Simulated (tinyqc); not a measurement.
# Permittivity of the insulator from five potentials

Inverse problem. A node lies on a semiconductor-insulator interface. Steps: hs = tb/2 down into the semiconductor, ho = tox/2 up into the insulator, hy = L/6 sideways. The flux balance of its box reads eox (hy/ho)(above - node) + eps_r (hy/hs)(below - node) + [(eps_r hs + eox ho)/(2 hy)](left + right - 2 node) - q Na (hs/2) hy/eps0 = 0. Find eox.

Parameters, values chosen for the exercise; semiconductor permittivity close to that of germanium: relative permittivity of the semiconductor eps_r = 15.7; half the body thickness tb = 5 nm; insulator thickness tox = 2.7 nm; channel length L = 38 nm; acceptor density of the depleted body Na = 0 cm^-3.

Constants: q = 1.602176634e-19 C, eps0 = 8.8541878128e-14 F/cm where lengths are in cm. Results are converted to the units shown.

psi (V): node 0.25026989, above 0.18300679, below 0.29490182, left 0.59, right 0.17295093

Solution. The balance is linear in eox.

eox = 9.00

Program tinyqc, `OMP_NUM_THREADS=1 python tinyqc.py 2480031 2480032 out.jsonl`; Intel Xeon 2.30GHz, shared host, one thread, about 0.1 s.
